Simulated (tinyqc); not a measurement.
# Worked calculation: off-state leakage of single and stacked transistors

Computed by the program tinyqc: `OMP_NUM_THREADS=1 python tinyqc.py 2242118 2242119 out.jsonl`, one thread of a shared Intel Xeon 2.30GHz, about 0.04 s for the whole run. Printed values are rounded.

n-channel devices of unit width. Subthreshold current I(Vg, Vs, Vd) = I0 (T/300 K)^0.5 exp[(Vg - Vs - VT(T) - gb (Vs - Vb) + dd (Vd - Vs))/(nf Vt)] (1 - exp(-(Vd - Vs)/Vt)), VT(T) = VT - cT (T - 300 K). Gate-edge tunnelling Ig (Vd/1 V) exp(ag (Vd - 1 V)), for a gate at 0 V, and band-to-band leakage Ab u exp(-Bb/u), u = Vd - Vb + 1 V, flow at a drain held at V; both are taken as independent of T. In a stack of off transistors (all gates at 0 V) the same subthreshold current passes through each.

Values chosen for this exercise; values of the order met in bulk silicon logic transistors:
- T = 378 K (temperature)
- V = 1.1 V (supply voltage)
- VT = 0.34 V (threshold at 300 K, zero drain and body bias)
- cT = 0.9 mV/K (fall of the threshold with temperature)
- I0 = 0.18 uA/um (current at threshold at 300 K)
- nf = 1.29 (slope factor)
- dd = 0.11 (drain-induced lowering per volt)
- gb = 0.09 (rise of the threshold per volt of source-body bias)
- Ig = 5e-6 uA/um (gate-edge tunnelling current at 1 V)
- ag = 4.6 1/V (exponential slope of the gate current)
- Ab = 50 uA/(um V) (prefactor of band-to-band leakage at the drain)
- Bb = 26 V (its exponential voltage)
- Vb = 0 V (body voltage)

Constants: q = 1.602176634e-19 C, kB = 1.380649e-23 J/K, Vt = kB T/q. Results are converted to the units shown.

## Leakage of one transistor

Vg = Vs = 0, Vd = V; effective threshold VT(T) - gb Vb - dd V.

effective threshold = 0.1488 V
parts (nA/um): subthreshold 5.85519, gate edge 0.00871241, band-to-band 0.440768
total = 6.30467 nA/um
shares (%): subthreshold 92.8707, gate edge 0.138190, band-to-band 6.99113

The subthreshold part is the largest.

## Starting value

Vx = dd V/(1 + gb + 2 dd), the solution for Vx well above Vt, rounded to three decimals.

Vx at the start = 0.092 V

## Iteration 1: new Vx

Stack of two, Vx the node between them: I_low = I(0, 0, Vx), I_up = I(0, Vx, V), f = ln(I_up/I_low), f' = -(1 + gb + 2 dd)/(nf Vt) - 1/(Vt (exp(Vx/Vt) - 1)) - 1/(Vt (exp((V - Vx)/Vt) - 1)), Vx(new) = Vx - f/f'.

I_low = 0.393527 nA/um
I_up = 0.423161 nA/um
f = 0.0726025
f' = -33.1126 1/V
Vx after iteration 1 = 0.0941926 V

## Iteration 2: new Vx

As before.

I_low = 0.397418 nA/um
I_up = 0.397477 nA/um
f = 1.48184e-4
f' = -32.9791 1/V
Vx after iteration 2 = 0.0941971 V

## Course of the iteration

Stop when the step is below 1e-11 V, or after 40 iterations.

Course of the iteration:
```
iteration  Vx before the step (V)  step (V)
1                           0.092   2.19e-3
2                       0.0941926   4.49e-6
3                       0.0941971  1.79e-11
4                       0.0941971   < 1e-15
```

Converged in 4 iterations. The subthreshold current of the stack is 0.3974 nA/um, 14.7 times less than that of one transistor (the drain leakage is unchanged); the estimate exp[dd V (1 + gb + dd)/((1 + gb + 2 dd) nf Vt)] gives 14.0.
